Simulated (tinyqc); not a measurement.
From results back to parameters: donors with valley-orbit split 1s states. Three cases, with inputs chosen for the exercise.

Problem. The electron density is given and ND is hidden.

Each donor binds at most one electron, in any of its states. For a site s, W_s = sum over its states of g exp(E/kT), and the ionised share is 1/(1 + W_s exp(eta)), eta = (EF - Ec)/kT; n = Nc F_1/2(eta); neutrality n + NA = ND x (mean ionised share); holes are neglected. Nc from N = 2 (m kB T/(4 pi c))^(3/2) with c = hbar^2/2m0, in 1/angstrom^3; times 1e24 for 1/cm^3, m = md. F_j(eta) = (1/Gamma(j + 1)) integral_0^infinity x^j dx/(1 + exp(x - eta)), which tends to exp(eta) for eta << 0.

Constants: hbar^2/2m0 = 3.80998211 eV angstrom^2; kB = 8.617333262e-05 eV/K.

Find: eta; mean ionised share; ND.

Method. n/Nc gives eta, eta and W_s give the ionised share, and ND = (n + NA)/share.

Case 1.

Values chosen (near those of P in Si; the results hold for these values, not for the real material):
- md = 1.061 m0 (density-of-states mass of the conduction band)
- E = (45.3, 34.1, 32.3) meV (binding energies of 1s(A1), 1s(T2), 1s(E))
- g = (2, 6, 4) (their degeneracies with spin)
- T = 300 K
- NA = 0 1/cm^3 (compensating acceptors, all ionised)

n = 6.7929e+16 1/cm^3

Solution.

eta = -6.000
mean ionised share = 0.894
ND = 7.6e+16 1/cm^3

Case 2.

Values chosen (near those of P in Si; the results hold for these values, not for the real material):
- md = 1.076 m0 (density-of-states mass of the conduction band)
- E = (45.7, 34.4, 32.9) meV (binding energies of 1s(A1), 1s(T2), 1s(E))
- g = (2, 6, 4) (their degeneracies with spin)
- T = 300 K
- NA = 0 1/cm^3 (compensating acceptors, all ionised)

n = 6.1433e+16 1/cm^3

Solution.

eta = -6.122
mean ionised share = 0.903
ND = 6.8e+16 1/cm^3

Case 3.

Values chosen (near those of As in Si; the results hold for these values, not for the real material):
- md = 1.079 m0 (density-of-states mass of the conduction band)
- E = (54.7, 33.1, 31.1) meV (binding energies of 1s(A1), 1s(T2), 1s(E))
- g = (2, 6, 4) (their degeneracies with spin)
- T = 300 K
- NA = 0 1/cm^3 (compensating acceptors, all ionised)

n = 1.1553e+17 1/cm^3

Solution.

eta = -5.493
mean ionised share = 0.825
ND = 1.4e+17 1/cm^3

Computed by tinyqc, one run a case: `OMP_NUM_THREADS=1 python tinyqc.py N N+1 out.jsonl` with N = 1682111, 1682117, 1682119; one thread of a shared Intel(R) Xeon(R) Processor @ 2.30GHz, about 0.01 s a run at most.
